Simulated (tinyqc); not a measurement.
Worked calculation: tight binding, kagome lattice. Computed by tinyqc, a small Python program that keeps every step. Settings: t1 = 0.62, t2 = 0.7, delta = 0, bands filled = 1. Command: `OMP_NUM_THREADS=1 python tinyqc.py 26825 26826 out.jsonl` (the two numbers bound the seeds that draw the settings). One thread of a shared host (Intel(R) Xeon(R) Processor @ 2.60GHz), about 0.01 s of CPU time with the checks.

## Bloch Hamiltonian at k

Parameters chosen for this model:
```
parameter     value                unit
t1         0.620000    eV, up triangles
t2         0.700000  eV, down triangles
delta             0        eV on site C
```

k point k (fractions of the reciprocal vectors): 0.470000  -0.190000

H_AB = -t1 - t2 exp(-i k.a1), H_AC = -t1 - t2 exp(-i k.a2), H_BC = -t1 - t2 exp(i k.(a1 - a2)), H_CC = delta.

H(k) at k (eV):
```
                     A                    B                    C
A             0.000000   0.067601+0.131167i  -0.877687-0.650844i
B   0.067601-0.131167i             0.000000  -0.244921+0.591030i
C  -0.877687+0.650844i  -0.244921-0.591030i             0.000000
```

## Levels at k

Diagonalise the Hermitian matrix.

eigenvalues (eV): -1.224100  -0.095900  1.320000

weights |c|^2 of the basis functions:
```
     band 1    band 2    band 3
A  0.379450  0.250470  0.370080
B  0.106084  0.741656  0.152260
C  0.514465  0.007874  0.477661
```

## Bloch Hamiltonian at K

k point K (fractions of the reciprocal vectors): 0.333333  0.666667

As before.

H(k) at K (eV):
```
                     A                    B                    C
A             0.000000  -0.270000+0.606218i  -0.270000-0.606218i
B  -0.270000-0.606218i             0.000000  -0.270000+0.606218i
C  -0.270000+0.606218i  -0.270000-0.606218i             0.000000
```

## Levels at K

As before.

eigenvalues (eV): -0.780000  -0.540000  1.320000

weights |c|^2 of the basis functions:
```
     band 1    band 2    band 3
A  0.333333  0.333333  0.333333
B  0.333333  0.333333  0.333333
C  0.333333  0.333333  0.333333
```

## Bands along a path

The same steps at evenly spaced points between the labelled ones.

Bands along the path (eV):
```
k             band 1     band 2    band 3
G          -2.640000   1.320000  1.320000
G-K 0.20   -2.526312   1.206312  1.320000
G-K 0.40   -2.205083   0.885083  1.320000
G-K 0.60   -1.732673   0.412673  1.320000
G-K 0.80   -1.194702  -0.125298  1.320000
K          -0.780000  -0.540000  1.320000
K-M 0.20   -0.913098  -0.406902  1.320000
K-M 0.40   -1.084468  -0.235532  1.320000
K-M 0.60   -1.217934  -0.102066  1.320000
K-M 0.80   -1.301321  -0.018679  1.320000
M          -1.329627   0.009627  1.320000
M-K' 0.20  -1.301321  -0.018679  1.320000
M-K' 0.40  -1.217934  -0.102066  1.320000
M-K' 0.60  -1.084468  -0.235532  1.320000
M-K' 0.80  -0.913098  -0.406902  1.320000
K'         -0.780000  -0.540000  1.320000
```

With 1 band(s) filled, the highest filled level on these points lies at K and the lowest empty one at K: a gap of 0.2400 eV, direct.
